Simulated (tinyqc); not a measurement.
# Surface potential of a MOS transistor: implicit equation and explicit approximations: two studies

p-type body, charge-sheet picture, depletion and inversion only, full ionisation (an idealisation for deep acceptors), Boltzmann statistics (rough once Na exp(x - xn) passes about Nc/7). In units of Vt: xg = (Vg - Vfb)/Vt, x = psi/Vt, G = gamma/sqrt(Vt), xn = (2 phiF + Vc)/Vt. The implicit equation is (xg - x)^2 = G^2 [x - 1 + exp(x - xn)] for x above about 3. Cox = eps0 eox/tox.

Inputs (values chosen for the exercise); band and dielectric values close to those of silicon:
```
symbol,value,unit,meaning
T,300,K,temperature
Eg,1.1,eV,band gap
eps_r,11.9,,relative permittivity
Nc,2.84e19,cm^-3,conduction-band density of states at T
Nv,2.61e19,cm^-3,valence-band density of states at T
eox,3.9,,relative permittivity of the gate insulator (close to silicon dioxide)
tox,3.7,nm,insulator thickness
Na,9.5e16,cm^-3,acceptor density
Vfb,-0.78,V,flat-band voltage
Vc,1,V,channel-body voltage
Vg,1.61,V,gate-body voltage
```

Constants: q = 1.602176634e-19 C, kB = 1.380649e-23 J/K, Vt = kB T/q, eps0 = 8.8541878128e-14 F/cm where lengths are in cm. Results are converted to the units shown.

Each table varies one quantity; the others keep the values above.

## Accuracy of the approximations against gate voltage

ni = sqrt(Nc Nv) exp(-Eg/(2 Vt)), Eg in volts; phiF = Vt ln(Na/ni); gamma = sqrt(2 q eps0 eps_r Na)/Cox; VT = Vfb + Vt (xn + G sqrt(xn - 1)). Depletion value a = 1 + [sqrt(G^2/4 + xg - 1) - G/2]^2; inversion value b = xn + ln[(xg - xn)^2/G^2 - xn + 1] and first guess y = min(a, b) - ln(1 + exp(-|a - b|)) if a > xn + 1, else b = y = a; one second-order correction with D = exp(y - xn), p = 2 (xg - y) + G^2 (1 + D), w = (xg - y)^2 - G^2 (y - 1 + D): z = y + 2 w/(p + sqrt(p^2 - 2 (2 - G^2 D) w)), or the Newton step z = y + w/p where the root is not real. N_inv = (Cox Vt G/q) [sqrt(x - 1 + exp(x - xn)) - sqrt(x - 1)] at the root. Lambert form (Cox m Vt/q) W0[(G/(2 m sqrt(xn - 1))) exp((Vg - VT)/(m Vt))], m = 1 + G/(2 sqrt(xn - 1)). Errors under 1e-4 mV, and the linear form below VT, are printed as 0.

Results:

| Vg (V) | psi (V) | x - xn | error of y (mV) | error of z (mV) | N_inv (cm^-2) | Cox (Vg - VT)/q (cm^-2) | Lambert form (cm^-2) |
|---|---|---|---|---|---|---|---|
| 0.88 | 1.432 | -14.51 | 0 | 0 | 6100 | 0 | 5117 |
| 1.08 | 1.618 | -7.333 | 1.19e-3 | 0 | 7.481e6 | 0 | 6.975e6 |
| 1.48 | 1.911 | 4.007 | 22.3 | 6.36 | 4.979e11 | 1.144e12 | 5.193e11 |
| 1.68 | 1.945 | 5.320 | 15.9 | -2.06 | 1.451e12 | 2.309e12 | 1.512e12 |
| 1.88 | 1.964 | 6.071 | 12.2 | -0.709 | 2.495e12 | 3.474e12 | 2.590e12 |
| 2.08 | 1.978 | 6.608 | 10.1 | -0.360 | 3.574e12 | 4.639e12 | 3.697e12 |
| 2.28 | 1.989 | 7.029 | 8.68 | -0.216 | 4.671e12 | 5.804e12 | 4.820e12 |
| 2.48 | 1.998 | 7.375 | 7.67 | -0.143 | 5.781e12 | 6.969e12 | 5.951e12 |

Estimate the missing row, Vg = 1.28 V.

Computed row:

| Vg (V) | psi (V) | x - xn | error of y (mV) | error of z (mV) | N_inv (cm^-2) | Cox (Vg - VT)/q (cm^-2) | Lambert form (cm^-2) |
|---|---|---|---|---|---|---|---|
| 1.28 | 1.803 | -0.1853 | 1.44 | 0 | 8.979e9 | 0 | 8.993e9 |

With this row back in the table: psi rises from 1.43 to 2.00 V and ends 7.4 Vt above 2 phiF + Vc. Among the rows the first guess is off by at most 22 mV (at Vg = 1.48 V) and the corrected value by at most 6.4 mV. In the last row the linear form is 21 % above N_inv and the Lambert form 2.9 % above it; in the first row the Lambert form is 16 % below it. For Vg = 1.48, 1.68, 1.88, 2.08, 2.28, 2.48 the electron quasi-Fermi level lies less than 2 Vt below the band edge at the surface, or above it, where degeneracy and confinement, left out, matter.

## Effect of the acceptor density at fixed gate voltage

Same model as above.

Vfb is held fixed.

Results:

| Na (cm^-3) | psi (V) | x - xn | error of y (mV) | error of z (mV) | N_inv (cm^-2) | Cox (Vg - VT)/q (cm^-2) | Lambert form (cm^-2) |
|---|---|---|---|---|---|---|---|
| 3.2e15 | 1.8660 | 9.0467 | 19.2 | 5.39 | 2.7739e12 | 4.1546e12 | 3.0427e12 |
| 6.9e15 | 1.8838 | 8.1981 | 18.4 | -5.61 | 2.5380e12 | 3.7967e12 | 2.7506e12 |
| 1.5e16 | 1.9014 | 7.3238 | 17.6 | -3.81 | 2.2381e12 | 3.3725e12 | 2.3967e12 |
| 7.3e16 | 1.9324 | 5.3591 | 17.4 | -3.30 | 1.3127e12 | 2.1698e12 | 1.3738e12 |
| 1.6e17 | 1.9374 | 3.9852 | 20.1 | 5.36 | 6.3052e11 | 1.2855e12 | 6.5266e11 |
| 3.5e17 | 1.8832 | 0.32243 | 4.23 | -3.00e-3 | 2.7959e10 | 8.3083e10 | 2.8127e10 |
| 7.6e17 | 1.6899 | -8.7081 | 7.43e-4 | 0 | 5.2352e6 | 0 | 4.6947e6 |

Estimate the missing row, Na = 3.3e16 cm^-3.

Computed row:

| Na (cm^-3) | psi (V) | x - xn | error of y (mV) | error of z (mV) | N_inv (cm^-2) | Cox (Vg - VT)/q (cm^-2) | Lambert form (cm^-2) |
|---|---|---|---|---|---|---|---|
| 3.3e16 | 1.9182 | 6.3970 | 17.1 | -3.07 | 1.8422e12 | 2.8460e12 | 1.9497e12 |

With this row back in the table: As Na goes from 3.2e15 to 7.6e17, psi goes from 1.87 through a maximum of 1.94 (at Na = 1.6e17 among the rows listed) to 1.69 V, x - xn falls from 9.05 to -8.71 and N_inv falls from 2.77e12 to 5.24e6 cm^-2. The Lambert form lies between 0.897 and 1.10 times N_inv. For Na = 3.2e15, 6.9e15, 1.5e16, 3.3e16, 7.3e16, 1.6e17 the electron quasi-Fermi level lies less than 2 Vt below the band edge at the surface, or above it, where degeneracy and confinement, left out, matter.

tinyqc, about 0.01 s, one thread, Intel Xeon 2.30GHz (shared host): `OMP_NUM_THREADS=1 python tinyqc.py 2122069 2122070 out.jsonl`
